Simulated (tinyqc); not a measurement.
Stress in a transistor channel from embedded alloy regions, liners and fins, by half-space elasticity: one step, computed by the program tinyqc. Command: `OMP_NUM_THREADS=1 python tinyqc.py 3016789 3016790 out.jsonl stressor walk`. One thread of a shared host (Intel(R) Xeon(R) Processor @ 2.30GHz), about 0.01 s of CPU time with the checks.

Plane strain in an isotropic half-space, the same constants everywhere; x along the channel from its centre, y downwards from the free surface; stress is positive in tension.

Problem. A stressed liner, as two edge forces. The liner over source and drain ends at the gate, x = -/+ L/2, and pulls there with the force per width F = (liner stress) t along the surface. A tangential line force gives s_xx = (2 F/pi) X^3/(X^2 + y^2)^2 at the distance X; two of them add at the centre, X = L/2. For L > 3.5 y the concentrated force is an upper bound.

Inputs (values chosen for the exercise, modelled on silicon):

| quantity | value | unit |
|---|---|---|
| channel length L | 36 | nm |
| depth of the field point y | 5.7 | nm |
| liner stress | 3.1 | GPa |
| liner thickness t | 60 | nm |

Give: edge force F; s_xx from the liner.

Solution.

edge force F = 186 N/m

s_xx from the liner = 10868 MPa

Caution: the real force is spread over several liner thicknesses, so for a channel this short the concentrated force clearly overstates the stress.
